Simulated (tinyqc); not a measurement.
## Charge imbalance from the loss of breakdown voltage

Question. In a superjunction of pillar doping N and length Lp an imbalance dl lowers BV by q |dl| N Lp^2/(4 eps0 eps_r), as long as the field reaches through the pillar. Find |dl| and the net dose error |dl| N wp.

Values chosen for this exercise:
```
symbol  value  unit                                     meaning
eps_r    9.37        relative permittivity of the semiconductor
wp        0.5    um                        width of each pillar
```

Constants: q = 1.602176634e-19 C, eps0 = 8.8541878128e-14 F/cm where lengths are in cm. Results are converted to the units shown.

BV balanced and BV measured (V): [1600, 940.39898]
N = 2.9059999e17 cm^-3
Lp = 8.7790375 um

Solution. The loss is linear in |dl|; its sign cannot be told from BV.

|dl| = 6.100 %
dose error = 8.863e11 cm^-2

Computed by the program tinyqc: `OMP_NUM_THREADS=1 python tinyqc.py 2590018 2590019 out.jsonl`, one thread of a shared Intel Xeon 2.30GHz, about 0.01 s for the whole run.
